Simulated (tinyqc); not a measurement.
Trap density from two Hall measurements.

Problem. p-type body, charge-sheet picture, full ionisation (an idealisation for deep acceptors), Boltzmann statistics for free electrons. e = Ec - EF at the surface. psi = Eg - Vt ln(Nv/Na) - e; N_dep = sqrt(2 eps0 eps_r Na (psi - Vt)/q); n_f = sqrt(N_dep^2 + 2 eps0 eps_r Vt Nc exp(-e/Vt)/q) - N_dep; Vg = Vfb + psi + q (N_dep + n_t + n_f)/Cox, Cox = eps0 eox/tox. Find e and n_t at both points and the mean trap density between them.

Parameters, values chosen for the exercise; band and dielectric values close to those of silicon: temperature T = 250 K; band gap Eg = 1.14 eV; relative permittivity eps_r = 11.7; conduction-band density of states at T Nc = 2.15e19 cm^-3; valence-band density of states at T Nv = 2.01e19 cm^-3; relative permittivity of the insulator eox = 3.9; insulator thickness tox = 56 nm; acceptor density Na = 1.3e16 cm^-3; flat-band voltage without trapped charge Vfb = -0.91 V.

Constants: q = 1.602176634e-19 C, kB = 1.380649e-23 J/K, Vt = kB T/q, eps0 = 8.8541878128e-14 F/cm where lengths are in cm. Results are converted to the units shown.

Vg (V): [2.8551124, 6.0074028]
free sheet density from the Hall effect (cm^-2): [2.3410996e10, 5.9123007e11]

Solution. Each n_f fixes e; what the gate voltage holds beyond psi, N_dep and n_f is trapped; the difference quotient is the density, smeared over a few Vt.

e (eV): [0.125, 0.0430]
n_t (cm^-2): [7.21e11, 1.32e12]
mean trap density = 7.27e12 cm^-2 eV^-1

tinyqc, about 0.02 s, one thread, Intel Xeon 2.30GHz (shared host): `OMP_NUM_THREADS=1 python tinyqc.py 2222068 2222069 out.jsonl`
